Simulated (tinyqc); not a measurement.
Worked calculation: electroplating on a thin resistive seed layer: kinetics, Wagner number and the terminal effect across a wafer. Computed by tinyqc, a small Python program that keeps every step. Command: `OMP_NUM_THREADS=1 python tinyqc.py 3120976 3120977 out.jsonl terminal walk`. One thread of a shared host (Intel(R) Xeon(R) Processor @ 2.30GHz), about 0.02 s of CPU time with the checks. Intermediate numbers are printed to about 6 digits and carried at full precision; extremes and crossings named in words are read from the listed rows.

Current enters the seed at the rim. The bath is treated as a local resistance per area (no lateral flow in the liquid), two electrons per ion, molar volume 7.11 cm^3/mol, Faraday constant F = e N_A, kinematic viscosity 0.01 cm^2/s, omega = 2 pi x rpm/60; k_B T/e is in volts.

Inputs (values chosen for the exercise, of the order of those for copper plating from an acid sulfate bath):

| quantity | value | unit |
|---|---|---|
| wafer radius R | 7.5 | cm |
| seed thickness t | 80 | nm |
| seed resistivity | 14 | microohm cm |
| bath conductivity kappa | 0.54 | S/cm |
| gap to the anode h | 9.4 | cm |
| extra resistance of a porous plate | 0 | ohm cm^2 |
| exchange current density i_0 | 0.081 | mA/cm^2 |
| cathodic transfer coefficient alpha | 0.77 | - |
| mean current density | 30 | mA/cm^2 |
| diffusivity of the metal ion | 6.6e-06 | cm^2/s |
| metal ion concentration | 0.64 | mol/L |
| rotation rate | 100 | rpm |
| temperature T | 298 | K |

Constants: e = 1.602176634e-19 C; N_A = 6.02214076e+23 1/mol; k_B = 8.617333262e-05 eV/K.

## Rate, limit and resistances

Growth rate = i V_m/(2 F). Levich limit i_L = 0.62 x 2 F D^(2/3) omega^(1/2) nu^(-1/6) c. Tafel overpotential eta = (k_B T/(alpha e)) ln(i/i_0); kinetic resistance k_B T/(alpha e i); bath resistance h/kappa + plate; R_s = resistivity/t; Wagner number = kinetic resistance x kappa/R.

growth rate = 663.210 nm/min

limiting current i_L = 187.834 mA/cm^2

overpotential = 197.250 mV

kinetic resistance = 1.11167 ohm cm^2

bath resistance R_b = 17.4074 ohm cm^2

sheet resistance R_s = 1.75 ohm/square

Wagner number = 0.0800405

## Linear estimate of the terminal effect

Linearised: with R_t = kinetic + bath resistance the current density obeys (1/r)(r i')' = i R_s/R_t, so i = A I_0(r/l), l = sqrt(R_t/R_s); with x = R/l, edge/centre = I_0(x) and edge/mean = x I_0(x)/(2 I_1(x)). Voltage drop in the seed for a uniform current: i R_s R^2/4.

length l = 3.25305 cm

x = R/l = 2.30553

edge over centre, linear = 2.84123

edge over mean, linear = 1.55342

drop for uniform current = 738.281 mV

## Current distribution

Full model: seed potential phi(r) with (1/r)(r phi')' = R_s i, where i solves phi = R_b i + (k_B T/(alpha e)) ln(i/i_0) (phi being the driving voltage left at r); phi'(0) = 0 and phi'(R) = R_s i_mean R/2. Solved by collocation to a tolerance of 1e-7.

Across the wafer:

| r/R | i (mA/cm^2) | i/mean | i/mean, linear |
|---|---|---|---|
| 0.00 | 16.5512 | 0.55171 | 0.54674 |
| 0.20 | 17.4030 | 0.58010 | 0.57619 |
| 0.40 | 20.1163 | 0.67054 | 0.66932 |
| 0.60 | 25.1911 | 0.83970 | 0.84129 |
| 0.75 | 31.0847 | 1.03616 | 1.03844 |
| 0.90 | 39.4168 | 1.31389 | 1.31388 |
| 1.00 | 46.7334 | 1.55778 | 1.55342 |

edge over centre, full model = 2.82356

The full model gives 2.82 against 2.84 from the linear form; the kinetic resistance, which the linear form holds fixed, is a small part of R_t here.

## As the film thickens, and with more bath resistance

The film is taken as uniform, with the seed resistivity; the last column adds 100 ohm cm^2 to R_b. Extra power of that plate = i^2 x 100 ohm cm^2 x area.

Edge over centre:

| thickness (nm) | R_s (ohm/square) | as given | with 100 ohm cm^2 more |
|---|---|---|---|
| 80 | 1.75000 | 2.82356 | 1.21866 |
| 120 | 1.16667 | 2.09767 | 1.14329 |
| 160 | 0.87500 | 1.78130 | 1.10655 |
| 240 | 0.58333 | 1.49392 | 1.07042 |
| 400 | 0.35000 | 1.28384 | 1.04196 |
| 800 | 0.17500 | 1.13735 | 1.02087 |
| 1600 | 0.08750 | 1.06755 | 1.01041 |

extra power = 15.9043 W

The ratio falls below 1.1 from 1600 nm on as given, and from 240 nm on with the added resistance: what counts is R_s R^2 against the sum of kinetic and bath resistance.

Checks made by the program: mean of the distribution (relative difference 1e-07).
